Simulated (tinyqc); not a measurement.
Landau-Devonshire theory of a uniaxial ferroelectric. Changing the screening length lambda. Computed by tinyqc, a small Python program. Command: `OMP_NUM_THREADS=1 python tinyqc.py 3031962 3031963 out.jsonl ferro sweep`. One thread of a shared host (Intel(R) Xeon(R) Processor @ 2.30GHz), about 0.01 s of CPU time with the checks.

G(P) = (alpha/2) P^2 + (beta*/4) P^4 + (gamma/6) P^6 - E P per volume, SI units, one domain, P along the polar axis, which is normal to the film.

Inputs (values chosen for the exercise, for a model ferroelectric):
```
quantity                          value         unit
alpha_0                        1.91e+06  J m/(C^2 K)
Curie-Weiss temperature T0          550            K
beta                           2.34e+09    J m^5/C^4
gamma                          1.78e+10    J m^9/C^6
temperature T                       378            K
misfit strain u_m               -0.0018            -
electrostriction Q12             -0.041      m^4/C^2
compliance s11 + s12            4.9e-12        m^2/N
film thickness d                     49           nm
background permittivity eps_b        20            -
```

Sample: epitaxial film.

Constants: eps_0 = 8.8541878128e-12 F/m.

Method:
- alpha = alpha_0 (T - T0*), with clamping: T0* = T0 + 4 Q12 u_m/(alpha_0 (s11 + s12)), beta* = beta + 4 Q12^2/(s11 + s12).
- Between shorted electrodes with screening length lambda each, the depolarising field is -k P, k = 2 lambda/(eps_0 (d + 2 lambda eps_b)), so alpha turns into alpha + k.
- Ps^2 = [-beta* + sqrt(beta*^2 - 4 alpha gamma)]/(2 gamma).
- The polar state is the lowest uniform state while alpha + k < 0 (beta* > 0) or < 3 beta*^2/(16 gamma) (beta* < 0); setting the equality gives the critical thickness d_c.

One run for each value; columns: (1) screening length lambda (nm); (2) critical thickness d_c (nm); (3) depolarising coefficient k (J m/C^2); (4) polarisation of the film (microcoulomb/cm^2); (5) size of the depolarising field (MV/m):
```
(1)        (2)         (3)     (4)     (5)
0.0010   0.541  4.6061e+06  27.546   1.269
0.0019   1.028  8.7451e+06  27.428   2.399
0.0037   2.002  1.7005e+07  27.191   4.624
0.0072   3.895  3.2997e+07  26.720   8.817
0.0140   7.574  6.3808e+07  25.768  16.442
0.0270  14.608  1.2178e+08  23.785  28.966
0.0520  28.133  2.2995e+08  19.084  43.884
0.1000  54.102  4.2619e+08   0.000   0.000
```

Over the rows, critical thickness d_c (nm) rises from 0.541 to 54.1 (exponent d ln y / d ln x about 1.0 throughout); depolarising coefficient k (J m/C^2) rises from 4.61e6 to 4.26e8 (exponent d ln y / d ln x 1.00 between the first rows and 0.94 between the last); polarisation of the film (microcoulomb/cm^2) falls from 27.5 to 0. The exponent of critical thickness d_c stays at 1: k depends on lambda/d.

Caution (rows 0.00100, 0.00190): a critical thickness of a few unit cells is outside the continuum theory.

Extremes, crossings and ranges named in words are read from the listed rows.
